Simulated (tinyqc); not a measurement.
# Inputs raised by 2 %, one at a time

Model: two coupled magnetic layers: synthetic antiferromagnet, spin flop, exchange bias and magnetoresistance. Computed by tinyqc, a small Python program. Command: `OMP_NUM_THREADS=1 python tinyqc.py 3031827 3031828 out.jsonl saf sens`. One thread of a shared host (Intel(R) Xeon(R) Processor @ 2.30GHz), about 1 s of CPU time with the checks.

Moments lie in the plane at the angles p1, p2 from the field. Energy per area: E = J1 cos(p1 - p2) + J2 cos^2(p1 - p2) - B M_s (t1 cos p1 + t2 cos p2) + K (t1 sin^2 p1 + t2 sin^2 p2).

Inputs (values chosen for the exercise, for a model stack):

| quantity | value | unit |
|---|---|---|
| saturation magnetisation M_s | 1240 | kA/m |
| thickness t1 | 2 | nm |
| thickness t2 | 1.3 | nm |
| antiferromagnetic coupling J1 | 1.1 | mJ/m^2 |
| biquadratic coupling J2 | 0.022 | mJ/m^2 |
| in-plane anisotropy K | 18 | kJ/m^3 |
| field over the saturation field | 0.58 | - |

Field direction: along the easy axis.

Method:
- The parallel state is stable while the Hessian at p1 = p2 = 0 is positive: with c = J1 + 2 J2 and u = B M_s + 2K, (u t1 - c)(u t2 - c) > c^2, so B_sat M_s = c (1/t1 + 1/t2) - 2K. B_K = 2K/M_s.
- With p1 = 0, p2 = 180 degrees and c2 = J1 - 2 J2 the Hessian is [[c2 + t1 (2K + b), -c2], [-c2, c2 + t2 (2K - b)]], b = B M_s; its determinant vanishes at the positive root of t1 t2 b^2 - c2 (t1 - t2) b - [2K c2 (t1 + t2) + 4 K^2 t1 t2] = 0.
- The lowest minimum of E over both angles (from five starts; of two mirror images the one with p1 >= 0, and for equal layers |p1| <= |p2|).

Runs:

| input moved | from | to | saturation field B_sat (mT) | stability limit B_sf of the antiparallel state (mT) | m/m_sat along B | energy (mJ/m^2) |
|---|---|---|---|---|---|---|
| base run | - | - | 1141.9 | 327.63 | 0.60669 | -1.9633 |
| saturation magnetisation M_s (kA/m) | 1240 | 1264.8 | 1119.5 | 321.21 | 0.60669 | -1.9633 |
| thickness t1 (nm) | 2 | 2.04 | 1132.9 | 333.52 | 0.60631 | -1.9762 |
| thickness t2 (nm) | 1.3 | 1.326 | 1128.0 | 316.93 | 0.60697 | -1.9496 |
| antiferromagnetic coupling J1 (mJ/m^2) | 1.1 | 1.122 | 1164.5 | 332.84 | 0.60617 | -2.0029 |
| in-plane anisotropy K (kJ/m^3) | 18 | 18.36 | 1141.4 | 329.18 | 0.60660 | -1.9618 |
| biquadratic coupling J2 (mJ/m^2) | 0.022 | 0.02244 | 1142.8 | 327.42 | 0.60732 | -1.9646 |
| field over the saturation field | 0.58 | 0.5916 | 1141.9 | 327.63 | 0.61853 | -1.9965 |

Exponents ln(y'/y) / ln(x'/x):

| input | saturation field B_sat | stability limit B_sf of the antiparallel state | m/m_sat along B | energy |
|---|---|---|---|---|
| saturation magnetisation M_s | -1.000 | -1.000 | 0.000 | 0.000 |
| thickness t1 | -0.402 | 0.899 | -0.032 | 0.329 |
| thickness t2 | -0.619 | -1.677 | 0.023 | -0.353 |
| antiferromagnetic coupling J1 | 0.986 | 0.796 | -0.043 | 1.007 |
| in-plane anisotropy K | -0.026 | 0.238 | -0.008 | -0.039 |
| biquadratic coupling J2 | 0.040 | -0.032 | 0.052 | 0.032 |
| field over the saturation field | 0.000 | 0.000 | 0.976 | 0.847 |

To which inputs is each result most sensitive?

Among the inputs moved here: saturation field B_sat answers most in size to saturation magnetisation M_s (exponent -1.000), and about equally to antiferromagnetic coupling J1 (+0.986); its exponent is below 0.0005 for field over the saturation field. Its exponent -1.000 in saturation magnetisation M_s: energy per area over moment per area. Its exponent +0.986 in antiferromagnetic coupling J1: coupling rules over anisotropy. Stability limit B_sf of the antiparallel state answers most in size to thickness t2 (exponent -1.677), next to saturation magnetisation M_s (-1.000); its exponent is below 0.0005 for field over the saturation field. m/m_sat along B answers most in size to field over the saturation field (exponent +0.976), next to biquadratic coupling J2 (+0.052); its exponent is below 0.0005 for saturation magnetisation M_s. Energy answers most in size to antiferromagnetic coupling J1 (exponent +1.007), next to field over the saturation field (+0.847); its exponent is below 0.0005 for saturation magnetisation M_s.
